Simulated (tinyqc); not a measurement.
All estimates against temperature: estimate of lattice thermal conductivity from elastic moduli (Slack, Klemens and Cahill formulas). Computed by tinyqc, a small Python program. Command: `OMP_NUM_THREADS=1 python tinyqc.py 3008541 3008542 out.jsonl slack walk`. One thread of a shared host (Intel(R) Xeon(R) Processor @ 2.30GHz), about 0.01 s of CPU time with the checks.

An isotropic solid.

Inputs (values chosen for the exercise, for a model crystal): bulk modulus B = 368 GPa; shear modulus G = 113 GPa; volume per atom V = 16.6 angstrom^3; mean atomic mass M = 98.2 u; atoms per primitive cell n = 10; temperature T = 400 K; disorder parameter Gamma = 0.013; grain size d = 250 nm.

Grueneisen parameter: from the Poisson ratio.

Constants: u = 1.6605390666e-27 kg; hbar = 1.054571817e-34 J s; k_B = 1.380649e-23 J/K; h = 6.62607015e-34 J s.

Method:
- rho = M/V; vL = sqrt((B + 4G/3)/rho), vT = sqrt(G/rho); v_m = [(vL^-3 + 2 vT^-3)/3]^(-1/3); Poisson ratio sigma = (3B - 2G)/(6B + 2G); Theta = hbar v_m (6 pi^2/V)^(1/3)/k_B.
- Empirical rule gamma = (3/2) (1 + sigma)/(2 - 3 sigma).
- Slack, an estimate for T near or above Theta_a: kappa = A M Theta_a^3 delta n^(1/3)/(gamma^2 T) in W/(m K), with M in u, delta = V^(1/3) in angstrom, Theta_a = Theta n^(-1/3) and A = 2.43e-6/(1 - 0.514/gamma + 0.228/gamma^2).
- High-temperature forms with the classical heat capacity. Klemens: kappa/kappa_0 = arctan(u)/u, u^2 = pi^2 Theta V Gamma kappa_0/(h v_m^2). Grains: 1/kappa_poly = 1/kappa + 1/(C v_m d/3), C = 3 k_B/(n V), the acoustic branches alone.
- Cahill minimum: kappa_min = (pi/6)^(1/3) k_B V^(-2/3) sum over L, T, T of v (T/Theta_i)^2 int_0^(Theta_i/T) x^3 e^x/(e^x - 1)^2 dx, Theta_i = Theta v_i/v_m (64 Gauss-Legendre points).

Grueneisen parameter gamma = 2.22381

Debye temperature Theta = 445.695 K

v_m = 3818.83 m/s

vL = 7266.38 m/s

vT = 3391.67 m/s

acoustic Debye temperature Theta_a = 206.873 K

Kappa (W/(m K)):
```
T (K)  perfect crystal  with point defects  polycrystal  minimum
200             14.405              10.556       9.3175   0.8323
300              9.603               7.621       6.9538   0.9991
400              7.202               5.988       5.5681   1.0774
550              5.238               4.544       4.2979   1.1320
750              3.841               3.445       3.3014   1.1629
1000             2.881               2.648       2.5622   1.1793
1300             2.216               2.073       2.0207   1.1882
1700             1.695               1.609       1.5771   1.1936
```

What does the comparison show, and why?

The perfect crystal follows 1/T. With point defects the exponent runs from -0.80 to -0.95 (the strong-disorder limit is -1/2), and with grains from -0.72 to -0.92. At the highest T it is still 1.3 times the minimum. Rows below Theta_a = 207 K are outside the range of the Slack formula.

Extremes, crossings and ranges named in words are read from the listed rows.
